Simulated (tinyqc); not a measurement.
Capacitance of parallel on-chip lines from Laplace's equation on a mesh: one step of the calculation.

Cross-section of an endless row of equal lines between two grounded planes; neighbours are driven in antiphase (+1 V and -1 V), so the plane midway between two lines is at 0 V. By symmetry one quarter is solved: x runs from the centre of a line (column 0, mirror) to that midplane (column 4, 0 V), y from the mid-height of the line (row 0, mirror) to the ground plane (row 4, 0 V). The line fills columns 0 to 2 and rows 0 to 1 at 1 V. Cells beside the line (below row 1) have e2, cells above have e1. Each link between nodes has the conductance g = mean permittivity of the two cells beside it (a cell beyond a mirror counts as 0), and the free nodes obey sum g (V_neighbour - V) = 0.

Problem. Relaxation sweep. One sweep visits the free nodes row by row from row 0, left to right, and replaces V by V + om (weighted mean of the neighbours - V), using new values at once.

Parameters, values chosen for the exercise:
- om = 1.2 (over-relaxation factor)

V at the start (V):
```
       col 0  col 1  col 2  col 3  col 4
row 0      1      1      1      0      0
row 1      1      1      1      0      0
row 2      0      0      0      0      0
row 3      0      0      0      0      0
row 4      0      0      0      0      0
```

gx:
```
       col 0  col 1  col 2  col 3
row 0    3.5    3.5    3.5    3.5
row 1      5      5      5      5
row 2      3      3      3      3
row 3      3      3      3      3
row 4    1.5    1.5    1.5    1.5
```

gy:
```
       col 0  col 1  col 2  col 3  col 4
row 0    3.5      7      7      7    3.5
row 1    1.5      3      3      3    1.5
row 2    1.5      3      3      3    1.5
row 3    1.5      3      3      3    1.5
```

Find: V after sweep 1.

Solution.

V after sweep 1 (V):
```
        col 0   col 1   col 2   col 3   col 4
row 0  1.0000  1.0000  1.0000  0.3000  0.0000
row 1  1.0000  1.0000  1.0000  0.4260  0.0000
row 2  0.3000  0.3900  0.4170  0.2529  0.0000
row 3  0.0900  0.1440  0.1683  0.1264  0.0000
row 4  0.0000  0.0000  0.0000  0.0000  0.0000
```

Program tinyqc, `OMP_NUM_THREADS=1 python tinyqc.py 2790193 2790194 out.jsonl`; Intel Xeon 2.30GHz, shared host, one thread, about 0.7 s.
